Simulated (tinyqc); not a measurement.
From results back to parameters: linear model of a band gap against the share of exact exchange. Three cases, with inputs chosen for the exercise.

Problem. Gap and optical dielectric constant were computed at two shares alpha. They follow E = E0 + S alpha and eps = 1 + (e0 - 1)(EP/(EP + S alpha))^2.

Find: S; E0; EP; e0.

Method. The two gaps give S and E0. With q = sqrt((eps1 - 1)/(eps2 - 1)) = (EP + S alpha2)/(EP + S alpha1), EP = S (alpha2 - q alpha1)/(q - 1); e0 follows from either eps.

Case 1.

Values chosen (out of a larger set: of the order of those of HfO2; not measured data): al12 = (0.15, 0.4) (two shares of exact exchange).

gaps (eV): 5.37300  7.32800

eps: 4.457634  3.860800

Solution.

S = 7.82 eV
E0 = 4.20 eV
EP = 18.5 eV
e0 = 4.91

Case 2.

Values chosen (out of a larger set: of the order of those of TiO2; not measured data): al12 = (0.2, 0.4) (two shares of exact exchange).

gaps (eV): 3.44800  5.05600

eps: 6.531984  5.431374

Solution.

S = 8.04 eV
E0 = 1.84 eV
EP = 12.1 eV
e0 = 8.10

Case 3.

Values chosen (out of a larger set: of the order of those of GaP; not measured data): al12 = (0.15, 0.2) (two shares of exact exchange).

gaps (eV): 2.40450  2.67600

eps: 8.857546  8.522202

Solution.

S = 5.43 eV
E0 = 1.59 eV
EP = 11.5 eV
e0 = 10.01

Computed by tinyqc, one run a case: `OMP_NUM_THREADS=1 python tinyqc.py N N+1 out.jsonl` with N = 1880296, 1880298, 1880309; one thread of a shared Intel(R) Xeon(R) Processor @ 2.30GHz, about 0.01 s a run at most.
